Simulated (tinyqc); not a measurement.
Tersoff bond-order potential: one step, computed by the program tinyqc.

E = (1/2) sum_(i, j != i) [A exp(-lambda r_ij) - b_ij B exp(-mu r_ij)], b_ij = (1 + (beta zeta_ij)^n)^(-1/(2n)), zeta_ij = sum_(k != i, j) g(theta_ijk), g = 1 + c^2/d^2 - c^2/(d^2 + (h - cos theta)^2), with theta at atom i. Only nearest neighbours count (cut-off function 1 for them, 0 beyond).

Question. The diamond lattice. zeta = 3 g(cos theta = -1/3). With z equal bonds of order b, r = ln(lambda A/(mu b B))/(lambda - mu) and E per atom = -(z/2) b B exp(-mu r)(1 - mu/lambda). a0 = 4 r/sqrt3; B0 = phi''(r)/(3 a0) with phi'' = mu (lambda - mu) b B exp(-mu r), since b does not change under uniform scaling.

Inputs (values chosen for the exercise, modelled on carbon):
```
quantity     value        unit
A           1378.5          eV
B           340.36          eV
lambda      3.4879  1/angstrom
mu          2.2119  1/angstrom
beta      1.64e-07           -
n           0.7326           -
c            37140           -
d            4.404           -
h          -0.5784           -
```

Constants: 1 eV/angstrom^3 = 160.2176634 GPa.

Give: zeta; bond order b; bond length; energy per atom of the diamond lattice; lattice constant a0; bulk modulus B0.

Answer.

zeta = 6.5863e+05

bond order b = 0.88508

bond length = 1.5488 angstrom

energy per atom of the diamond lattice = -7.1687 eV

lattice constant a0 = 3.5768 angstrom

bulk modulus B0 = 412.89 GPa
